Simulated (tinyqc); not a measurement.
Doping from resistivity.

Inverse problem. A uniform, uncompensated and fully ionised sample has rho = 1/(q N mu), mu = m1 + (m2 (T/300 K)^(-bt) - m1)/(1 + (N/Nr)^am). Find N, mu and the diffusion coefficient mu Vt.

Parameters, values chosen for the exercise: temperature T = 300 K; mobility limit at high doping m1 = 45.2 cm^2/(V s); mobility limit at low doping, at 300 K m2 = 464 cm^2/(V s); reference doping of the mobility law Nr = 2.25e17 cm^-3; exponent of the mobility law am = 0.699; temperature exponent of m2 bt = 2.

Constants: q = 1.602176634e-19 C, kB = 1.380649e-23 J/K, Vt = kB T/q. Results are converted to the units shown.

resistivity = 0.10726446 ohm cm

Solution. With am below 1 the product N mu rises steadily with N, so one doping matches; it is found by iterating N = 1/(q rho mu(N)).

N = 2.300e17 cm^-3
mu = 253.0 cm^2/(V s)
diffusion coefficient = 6.540 cm^2/s

tinyqc, about 0.01 s, one thread, Intel Xeon 2.30GHz (shared host): `OMP_NUM_THREADS=1 python tinyqc.py 2110079 2110080 out.jsonl`
